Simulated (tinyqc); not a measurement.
Valley splitting in a one-orbital chain of atomic planes (second-neighbour model): sweeps and comparisons. A value that a table varies takes the place of the one given here.

Each (001) plane carries one orbital with energy e0, hopping v to the next plane and u to the second: E(phi) = e0 + 2 v cos(phi) + 2 u cos(2 phi), where phi = pi - k a/4 (the sign of every second orbital is chosen so that v > 0, which shifts the phase by pi). The minimum lies at cos(phi0) = -v/(4u), phi0 = pi - (pi/2) k0 for a valley at k0 (2 pi/a), and e0 puts it at zero. A slab of N planes has hard walls: the matrix simply ends.

A well of Nw planes between barriers of 40 planes each (as of a SiGe alloy, taken as an offset alone). With x = j - 39.5 for plane j = 0, 1, ..., the potential is V0 (f(x) + f(Nw - x)) + F (j - 40) a/4, f(y) = 1/(1 + exp(y/L)), a step for L = 0; L is in planes, 4 L is about the distance over which f goes from 0.88 to 0.12, and 1 MV/m = 1e-4 V/angstrom.

Constants: hbar^2/2m0 = 3.80998211 eV angstrom^2.

Parameters, chosen for this exercise (near those of the Delta valleys of silicon; abrupt walls in this chain split the valleys several times more than measured wells; not measured data): a = 5.425 angstrom (lattice constant; planes lie a/4 apart); ml = 0.969 m0 (longitudinal mass); N0 = 36 (first number of planes); Nf = 150 (planes in the thick slab); V0 = 0.18 eV (barrier height); F = 2 MV/m (field); Nw = 47 (planes in the well); k0 = 0.848 2 pi/a (position of the valley).

## Splitting against the number of planes

u = 0.566052 eV
v = 0.535483 eV
e0 = 1.258745 eV
phi0 = 1.809557 rad

Ten slabs from N0 on, of thickness (N - 1) a/4 between the outer planes. Effective mass: E1 = (c/ml)(pi/W)^2 with W = (N + 2) a/4: the amplitude vanishes on two missing planes at each end, and the envelope has its nodes N + 2 spacings apart. Large-N estimate of the splitting: 16 pi^2 u |sin(phi0) sin((N + 2) phi0)|/(N + 2)^3.

Doublet (meV):

| N | thickness (angstrom) | mean level | effective mass | splitting | estimate |
|---|---|---|---|---|---|
| 36 | 47.47 | 14.57 | 14.61 | 0.495 | 0.546 |
| 37 | 48.83 | 13.86 | 13.87 | 1.454 | 1.455 |
| 38 | 50.18 | 13.15 | 13.19 | 0.209 | 0.170 |
| 39 | 51.54 | 12.54 | 12.55 | 1.160 | 1.177 |
| 40 | 52.89 | 11.94 | 11.96 | 0.689 | 0.665 |
| 41 | 54.25 | 11.39 | 11.41 | 0.702 | 0.728 |
| 42 | 55.61 | 10.89 | 10.90 | 0.910 | 0.900 |
| 43 | 56.96 | 10.40 | 10.42 | 0.211 | 0.237 |
| 44 | 58.32 | 9.97 | 9.97 | 0.890 | 0.892 |
| 45 | 59.67 | 9.53 | 9.55 | 0.208 | 0.188 |

How do the results move?

The mean level falls smoothly, from 14.6 to 9.5 meV, within 0.3 % of the effective-mass value. The splitting swings between 0.208 (N = 45) and 1.454 meV (N = 37): one plane more or less changes the phase between the two walls by phi0 = 1.810 rad. The estimate misses the computed values by at most 0.050 meV.

## Splitting against the electric field

A thick slab in a field F: plane j = 0, 1, ... gains the energy F j a/4 (1 MV/m = 1e-4 V/angstrom), which presses the electron against the first wall. The exponent is the slope of ln(splitting) against ln F between 20 and 50 MV/m.

Doublet:

| F (MV/m) | mean level (meV) | splitting (meV) | splitting/F (meV per MV/m) |
|---|---|---|---|
| 1 | 7.74 | 0.1396 | 0.1396 |
| 2 | 12.21 | 0.2792 | 0.1396 |
| 5 | 22.21 | 0.6982 | 0.1396 |
| 10 | 34.82 | 1.3968 | 0.1397 |
| 20 | 54.39 | 2.7948 | 0.1397 |
| 30 | 70.44 | 4.1938 | 0.1398 |
| 50 | 97.30 | 6.9941 | 0.1399 |

exponent = 1.00

What does this show, and why?

The splitting goes from 0.1396 to 6.9941 meV. At high field it grows as F^1.00: at a single hard wall it follows the squared slope of the envelope, which is proportional to F, while the level itself grows about as F^(2/3) (here F^0.63). A hard wall is the sharpest interface possible; real Si interfaces split several times less.

## Sharp and graded interfaces

The lowest doublet for several interface widths L.

Doublet:

| L (planes) | 4 L (angstrom) | mean level (meV) | splitting (micro-eV) |
|---|---|---|---|
| 0.00 | 0.00 | 13.07 | 338.99 |
| 0.25 | 1.36 | 13.14 | 193.08 |
| 0.50 | 2.71 | 13.26 | 48.76 |
| 0.75 | 4.07 | 13.40 | 9.96 |
| 1.00 | 5.42 | 13.60 | 1.60 |
| 1.50 | 8.14 | 14.13 | 0.02 |
| 2.00 | 10.85 | 14.85 | 0.00 |

What can be read from the table?

The mean level moves by +1.8 meV over the table, while the splitting falls from 339.0 micro-eV at a step to 1.60 at L = 1 plane, a factor 212. Coupling the valleys needs the Fourier component of the potential at twice the valley wave vector, a period of a few planes, and grading removes it. Random alloy disorder, left out here, sets the splitting once this part is gone.

## What each parameter does

Step interfaces (L = 0). u, v, e0 follow from 8 u sin^2(phi0) = (2c/ml)/(a/4)^2, v = -4u cos(phi0), e0 = 2u + v^2/(4u), c = hbar^2/2m0. Each row changes one parameter from the base and keeps the others.

Results:

| case | mean level (meV) | splitting (micro-eV) |
|---|---|---|
| base | 13.07 | 339.0 |
| k0 = 0.858 2 pi/a | 13.07 | 336.0 |
| ml = 1.066 m0 | 12.47 | 331.9 |
| V0 = 0.27 eV | 13.44 | 356.6 |
| F = 4 MV/m | 18.35 | 584.1 |
| Nw = 48 | 12.93 | 488.9 |

What can be read from the table?

The largest shifts from the base row, up to three for each result and ties (the steps differ in size, so this ranks the rows, not the parameters). mean level (meV): F +5.28, ml -0.60, V0 +0.36; unchanged at the printed digits by k0. splitting (micro-eV): F +245.1, Nw +149.9, V0 +17.6.

Computed by tinyqc, a small Python program: `OMP_NUM_THREADS=1 python tinyqc.py 1480398 1480399 out.jsonl` (the numbers bound the seed that draws the inputs); one thread of a shared host (Intel(R) Xeon(R) Processor @ 2.30GHz), about 0.01 s for the whole set of steps.
